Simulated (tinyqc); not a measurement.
Well width for a wanted wavelength.

Inverse problem. The layer is x parts of the first compound and 1 - x of the second, grown coherently on the third as substrate and barrier. Rows of the table: lattice constant a, average valence level Ea on an absolute scale, spin-orbit splitting so, gaps at Gamma, X and L, hydrostatic deformation potentials av and ac (Gamma), shear potential b, elastic constants, electron and heavy-hole (along z) masses. All are interpolated linearly in x; gaps get -C x (1 - x), taken wholly in the conduction band; real line-ups can differ from this model by 0.1 eV or more. In-plane strain e = (a_substrate - a)/a, e_z = -2 (c12/c11) e, volume change 2 e + e_z. With v = 2 e + e_z and d = 2 b (e_z - e): Eav = Ea + av v; E_hh = Eav + so/3 - d/2; E_lh = Eav - so/6 + d/4 + sqrt(so^2 + so d + 9 d^2/4)/2; E_c = Ea + so/3 + EG + ac v (Gamma). Substrate: E_v = Ea + so/3, E_c = E_v + EG. Well depths: dEc = E_c(substrate) - E_c, dEhh = E_hh - E_v(substrate), dElh likewise; strained Gamma gap E_c - max(E_hh, E_lh); positive values confine carriers in the layer. Lowest level of a finite well of width Lw and depth V: kw Lw/2 = arctan(sqrt((mw/mb)(V - E)/E)), kw = sqrt(mw E/C), C = hbar^2/(2 m0), for electrons (dEc) and heavy holes (dEhh), mb from the substrate; transition E_c - E_hh + both levels, without exciton binding; wavelength h c/E. Find Lw and the two levels.

Inputs (values chosen for the exercise):
- x = 0.55 (fraction of the first compound in the layer)
- CG = 0.477 eV (bowing of the Gamma gap)
- CX = 1.4 eV (bowing of the X gap)
- CL = 0.33 eV (bowing of the L gap)

Constants: q = 1.602176634e-19 C, hbar = 1.054571817e-34 J s, h = 6.62607015e-34 J s, m0 = 9.1093837015e-31 kg, c = 299792458 m/s, hbar^2/(2 m0) = 0.0380998212 eV nm^2. Results are converted to the units shown.

Binary compounds, values chosen for the exercise:

|  | close to InAs | close to GaAs | close to InP |
|---|---|---|---|
| a (angstrom) | 6.058 | 5.653 | 5.869 |
| Ea (eV) | -6.67 | -6.92 | -7.04 |
| so (eV) | 0.376 | 0.337 | 0.111 |
| EG (eV) | 0.358 | 1.44 | 1.35 |
| EX (eV) | 1.36 | 1.91 | 2.2 |
| EL (eV) | 1.07 | 1.7 | 1.9 |
| av (eV) | 1 | 1.16 | 1.28 |
| ac (eV) | -5.09 | -7.16 | -5.07 |
| b (eV) | -1.79 | -1.7 | -1.72 |
| c11 (GPa) | 83.5 | 120 | 101 |
| c12 (GPa) | 44.9 | 54.3 | 56.5 |
| me (m0) | 0.0231 | 0.0676 | 0.0799 |
| mh (m0) | 0.326 | 0.352 | 0.53 |

wavelength = 1449.3219 nm

Solution. Both levels fall steadily as the well widens, so the wavelength rises steadily and one width matches.

Lw = 4.80 nm
electron level = 95.7 meV
heavy-hole level = 28.6 meV

tinyqc, about 0.01 s, one thread, Intel Xeon 2.30GHz (shared host): `OMP_NUM_THREADS=1 python tinyqc.py 2690156 2690157 out.jsonl`
